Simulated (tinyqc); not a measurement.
Koster-Slater impurity in a tight-binding band, by Green functions and by supercells: one step, computed by the program tinyqc.

One orbital per site, e(k) = -2 t sum cos(k_i) over 2 direction(s), band from -4 t to 4 t, lattice constant 1. One site has the extra energy U. Spin is left out.

Problem. The bound state. Outside the band G0(E) = (2/(pi E)) K(m), m = 16 t^2/E^2, K the complete elliptic integral with parameter m. A bound state solves 1/U = G0(E). Bisection in ln(distance from the edge) between 1e-5 t and |U| + t. Weight on the impurity site: -1/(U^2 dG0/dE), by a central difference with step min(1e-4 t, distance/30). Decay length along an axis: 1/arccosh(1 + distance/(2 t)).

Inputs (values chosen for the exercise, for a model band): hopping t = 0.8 eV; impurity potential U = -5.19 eV.

Lattice: square.

Give: level E_b; distance from the band edge; weight on the impurity site; decay length.

Solution.

level E_b = -5.6938 eV

distance from the band edge = 2.4938 eV

weight on the impurity site = 0.89931

decay length = 0.62812 sites

The state is compact: most of it sits on the impurity.
